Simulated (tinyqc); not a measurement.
From results back to parameters: effective mass of the conduction band from tabulated energies. Four cases, with inputs chosen for the exercise.

Problem. A band follows E (1 + alpha E) = c k^2/m, c = hbar^2/2m0. Its energies at two wave vectors are given.

Constants: hbar^2/2m0 = 3.80998211 eV angstrom^2.
Find: y = c k^2/E; m; alpha.
Method. y = m + m alpha E is a straight line through the two points.

Case 1.

Values chosen (out of a larger set: band of an eight-band Kane model near GaSb; not measured data): k12 = (0.012, 0.032) 1/angstrom (two wave vectors).

energies (meV): 14.13254  92.34656

Solution.

y = c k^2/E (m0): 0.03882  0.04225
m = 0.0382 m0
alpha = 1.15 1/eV

Case 2.

Values chosen (out of a larger set: band of an eight-band Kane model near InAs; not measured data): k12 = (0.0087, 0.0232) 1/angstrom (two wave vectors).

energies (meV): 10.66824  66.27941

Solution.

y = c k^2/E (m0): 0.02703  0.03094
m = 0.0263 m0
alpha = 2.67 1/eV

Case 3.

Values chosen (out of a larger set: band of an eight-band Kane model near InAs; not measured data): k12 = (0.0114, 0.0304) 1/angstrom (two wave vectors).

energies (meV): 18.40401  106.96818

Solution.

y = c k^2/E (m0): 0.02690  0.03292
m = 0.0257 m0
alpha = 2.65 1/eV

Case 4.

Values chosen (out of a larger set: band of an eight-band Kane model near GaAs; not measured data): k12 = (0.0153, 0.0408) 1/angstrom (two wave vectors).

energies (meV): 13.04577  87.81532

Solution.

y = c k^2/E (m0): 0.06837  0.07222
m = 0.0677 m0
alpha = 0.76 1/eV

Computed by tinyqc, one run a case: `OMP_NUM_THREADS=1 python tinyqc.py N N+1 out.jsonl` with N = 1880114, 1880242, 1880410, 1880467; one thread of a shared Intel(R) Xeon(R) Processor @ 2.30GHz, about 0.01 s a run at most.
